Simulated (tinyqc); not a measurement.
Armchair graphene nanoribbon in tight binding: sweeps and comparisons. A value that a table varies takes the place of the one given here.

An armchair ribbon of N dimer lines, width (N - 1) sqrt3 acc/2, period 3 acc, one pz orbital a site. In line n, A_n binds to B_n with -t exp(ik/3), times (1 + d) in the two edge lines, and to B_(n-1) and B_(n+1) with -t exp(-ik/6); k runs from -pi to pi. For d = 0 the modes across the ribbon are sin(n p pi/(N + 1)), p = 1 to N, with E = -/+ t sqrt(1 + 4 c^2 + 4 c cos(k/2)), c = cos(p pi/(N + 1)).

Constants: hbar^2/2m0 = 3.80998211 eV angstrom^2.

Parameters, chosen for this exercise (near those used for graphene; shifted at random, so the results belong to these values and not to a real crystal):

| symbol | value | unit | meaning |
|---|---|---|---|
| t | 2.54 | eV | hopping |
| acc | 1.42 | angstrom | bond length |
| N0 | 18 |  | first width |
| d1 | 0.12 |  | edge correction |
| N | 5 |  | dimer lines |
| d | 0.12 |  | relative strengthening of the edge bonds |
| k | 1.25 |  | k times the period 3 acc |

## Three families of gaps

Nine widths from N0 on, gaps at k = 0 with d = 0 and d = d1.

Gaps:

| N | family | width (angstrom) | gap, d = 0 (eV) | gap, d1 (eV) | gap x (N + 1) sqrt3 acc/2 (eV angstrom) |
|---|---|---|---|---|---|
| 18 | 3p | 20.91 | 0.4770 | 0.3919 | 9.16 |
| 19 | 3p+1 | 22.14 | 0.4675 | 0.5597 | 13.77 |
| 20 | 3p+2 | 23.37 | 0.0000 | 0.0826 | 2.13 |
| 21 | 3p | 24.60 | 0.4129 | 0.3388 | 9.17 |
| 22 | 3p+1 | 25.82 | 0.4057 | 0.4853 | 13.73 |
| 23 | 3p+2 | 27.05 | 0.0000 | 0.0722 | 2.13 |
| 24 | 3p | 28.28 | 0.3640 | 0.2983 | 9.17 |
| 25 | 3p+1 | 29.51 | 0.3584 | 0.4283 | 13.69 |
| 26 | 3p+2 | 30.74 | 0.0000 | 0.0641 | 2.13 |

What does this show, and why?

Without edge correction the 3p+2 ribbons have no gap and the other two families nearly share one curve. With it the mean of the last column is 13.73 for 3p+1, 9.17 for 3p and 2.13 eV angstrom for 3p+2: the stronger edge bonds raise the gap of 3p+1, lower that of 3p and open one in 3p+2. Within a family the gap falls about as 1/width. One-electron gaps of this kind leave out the self-energy and exciton terms, which are large in narrow ribbons.

## Mass and gap go together

Nine widths from N0 on. Lowest conduction band for d = d1: m/m0 = c q^2/(E(q) - E(0)) with q = h/(3 acc), h = 0.001, c = hbar^2/2m0. Dirac rule: m = Eg/(2 v^2), that is m/m0 = c Eg/(hbar v)^2 with hbar v = 3 t acc/2.

Masses:

| N | gap (eV) | mass (m0) | Dirac rule (m0) |
|---|---|---|---|
| 18 | 0.3919 | 0.0460 | 0.0510 |
| 19 | 0.5597 | 0.0790 | 0.0729 |
| 20 | 0.0826 | 0.0106 | 0.0108 |
| 21 | 0.3388 | 0.0403 | 0.0441 |
| 22 | 0.4853 | 0.0677 | 0.0632 |
| 23 | 0.0722 | 0.0093 | 0.0094 |
| 24 | 0.2983 | 0.0358 | 0.0388 |
| 25 | 0.4283 | 0.0593 | 0.0557 |
| 26 | 0.0641 | 0.0083 | 0.0083 |

How do the results move?

The ratio of mass to the Dirac rule runs from 0.90 (N = 18) to 1.08 (N = 19). Its mean is 0.91 for N = 3p, 1.07 for 3p+1 and 0.99 for 3p+2: the lowest modes of 3p and 3p+1 lie on opposite sides of the Dirac point, where the velocity along the ribbon differs. The largest gap (N = 19) and the heaviest mass (N = 19) belong to one ribbon.

## What each parameter does

Gap at k = 0, lowest positive level at k, and highest level at k = 0. Each row changes one parameter from the base and keeps the others.

Results:

| case | gap (eV) | lowest level at k (eV) | top of the band (eV) |
|---|---|---|---|
| base | 0.2957 | 1.6101 | 6.9930 |
| t = 2.667 eV | 0.3104 | 1.6906 | 7.3426 |
| N = 6 | 1.0507 | 1.8499 | 7.1518 |
| d = 0.17 | 0.4135 | 1.6308 | 7.0170 |
| k = 1 | 0.2957 | 1.2989 | 6.9930 |

How do the results move?

The largest shifts from the base row, up to three for each result and ties (the steps differ in size, so this ranks the rows, not the parameters). gap (eV): N +0.7550, d +0.1178, t +0.0148; unchanged at the printed digits by k. lowest level at k (eV): k -0.3112, N +0.2398, t +0.0805. top of the band (eV): t +0.3496, N +0.1589, d +0.0240; unchanged at the printed digits by k.

Run: tinyqc, `OMP_NUM_THREADS=1 python tinyqc.py 1452438 1452439 out.jsonl`; Intel(R) Xeon(R) Processor @ 2.30GHz, one thread, shared host; about 0.04 s of CPU time with all checks.
